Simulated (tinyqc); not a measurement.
# Worked calculation: two-diode model of a solar cell

Program tinyqc, `OMP_NUM_THREADS=1 python tinyqc.py 2280021 2280022 out.jsonl`; Intel Xeon 2.30GHz, shared host, one thread, about 0.01 s. Printed values are rounded.

J is the current delivered and Vj = V + J Rs the junction voltage. J = X JL - J01 (exp(Vj/(n1 Vt)) - 1) - J02 (exp(Vj/(2 Vt)) - 1) - Vj/Rp. The photocurrent does not depend on voltage.

Parameters, values chosen for the exercise; values of the order met in cells of a lead-halide perovskite: temperature T = 300 K; photocurrent at one sun JL = 23.3 mA/cm^2; concentration X = 10 suns; saturation current of the first diode J01 = 4.3e-21 A/cm^2; ideality factor of the first diode n1 = 1; series resistance Rs = 0 ohm cm^2; shunt resistance Rp = 2000 ohm cm^2; incident power at one sun Pin = 100 mW/cm^2; saturation current of the second diode (ideality 2) J02 = 2.4e-12 A/cm^2.

Constants: q = 1.602176634e-19 C, kB = 1.380649e-23 J/K, Vt = kB T/q. Results are converted to the units shown.

## Starting value

Vj = n1 Vt ln(X JL/J01), the open-circuit voltage of the J01 term alone.

Vj at the start = 1.17469 V

## Iteration 1: new Vj

Maximum power: dP/dVj = f = J (1 + 2 Rs G) - G Vj = 0. G = -dJ/dVj = J01 exp(Vj/(n1 Vt))/(n1 Vt) + J02 exp(Vj/(2 Vt))/(2 Vt) + 1/Rp. H = dG/dVj; f' = -2 G - 2 Rs G^2 + (2 Rs J - Vj) H; Vj(new) = Vj - f/f'.

J = -18.2540 mA/cm^2
G = 9.35503 S/cm^2
H = 355.241 S/(cm^2 V)
f = -11007.5 mA/cm^2
f' = -436.007 S/cm^2
Vj after iteration 1 = 1.14944 V

## Iteration 2: new Vj

As before.

J = 133.835 mA/cm^2
G = 3.60445 S/cm^2
H = 135.351 S/(cm^2 V)
f = -4009.27 mA/cm^2
f' = -162.788 S/cm^2
Vj after iteration 2 = 1.12481 V

## Iteration 3: new Vj

As before.

J = 191.859 mA/cm^2
G = 1.43991 S/cm^2
H = 53.1600 S/(cm^2 V)
f = -1427.76 mA/cm^2
f' = -62.6748 S/cm^2
Vj after iteration 3 = 1.10203 V

## Course of the iteration

Stop when the step is below 1e-10 V, or after 60 iterations.

Course of the iteration:
```
iteration  Vj before the step (V)   step (V)
1                         1.17469    -0.0252
2                         1.14944    -0.0246
3                         1.12481    -0.0228
4                         1.10203    -0.0182
5                         1.08382    -0.0101
6                         1.07373   -2.46e-3
7                         1.07126   -1.20e-4
8                         1.07114   -2.66e-7
9                         1.07114  -1.31e-12
```

Converged in 9 iterations.

## Figures of merit

Jsc at V = 0, Voc at J = 0, the maximum power point where J (1 + 2 Rs G) = G Vj with G = -dJ/dVj; FF = Vmp Jmp/(Voc Jsc); efficiency Vmp Jmp/(X Pin). Empirical fill factor without parasitics FF0 = (v - ln(v + 0.72))/(v + 1), v = Voc/(n1 Vt).

Jsc = 233 mA/cm^2
Voc = 1.17266 V
Vmp = 1.07114 V
Jmp = 225.835 mA/cm^2
FF = 0.885340
efficiency = 24.1901 %
FF0 = 0.895808

FF is 1.2 % below FF0. Removing one loss at a time changes the efficiency by: second diode +0.27, shunt +0.06 points.
